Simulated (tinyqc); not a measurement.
Which pair of peaks is best: composition and strain of an epitaxial Si(1-x)Ge(x) layer from Raman and X-ray peaks. Computed by tinyqc, a small Python program. Command: `OMP_NUM_THREADS=1 python tinyqc.py 3027075 3027076 out.jsonl epiraman walk`. One thread of a shared host (Intel(R) Xeon(R) Processor @ 2.30GHz), about 0.01 s of CPU time with the checks.

A (001) layer, biaxially strained in the plane. The Raman peaks follow empirical lines omega = w0 + c1 x + c3 x^3 + b eps (c3 for Si-Ge alone), with eps the in-plane strain.

Inputs (values chosen for the exercise, modelled on silicon-germanium):
```
quantity                     value  unit
Ge fraction x                 0.74     -
Si-Si: c1                    -69.2  1/cm
Si-Si: strain coefficient b   -770  1/cm
Si-Ge: c1                     24.2  1/cm
Si-Ge: c3                    -33.6  1/cm
Si-Ge: strain coefficient b   -544  1/cm
Ge-Ge: c1                     18.6  1/cm
Ge-Ge: strain coefficient b   -479  1/cm
uncertainty of a Raman peak   0.05  1/cm
```

Substrate: relaxed alloy buffer.

Method. For each pair invert J = [d omega/dx, d omega/d eps] at the true x. Independent errors of the given size in both peaks give sigma_x and sigma_eps = uncertainty x (norm of the rows of the inverse of J).

Error propagation:
```
pair               det J     sigma_x  sigma_eps (per mille)
Si-Si and Si-Ge   13.776   0.0034218                0.27520
Si-Si and Ge-Ge  47.4688  9.5519e-04               0.075477
Si-Ge and Ge-Ge   24.966   0.0014516               0.072398
```

The pair Si-Si and Ge-Ge fixes x best (sigma_x = 9.6e-4) and Si-Si and Si-Ge worst (0.0034), a factor 3.6. Strain moves all peaks the same way, so a good pair needs different ratios of composition slope to strain coefficient, best of opposite sign; the slopes here are -69.2, -31.0 and 18.6 per cm for Si-Si, Si-Ge and Ge-Ge. Errors in the coefficients themselves are not counted.

Extremes, crossings and ranges named in words are read from the listed rows.
